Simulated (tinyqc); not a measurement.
Inside a calculation. Method: tight binding, dimerised chain. One step of it, computed by the program tinyqc.

Question. Bloch Hamiltonian at X. H_AA = +delta, H_BB = -delta, H_AB = -t1 - t2 exp(-i k a).

Parameters chosen for this model:
```
parameter     value                      unit
t1         1.070000       eV, inside the cell
t2         2.380000         eV, between cells
delta             0  eV, +/- on the two sites
```

k point X (2 pi / a): 0.500000

Give: H(k) at X.

Answer.

H(k) at X (eV):
```
        A       B
A  0.0000  1.3100
B  1.3100  0.0000
```
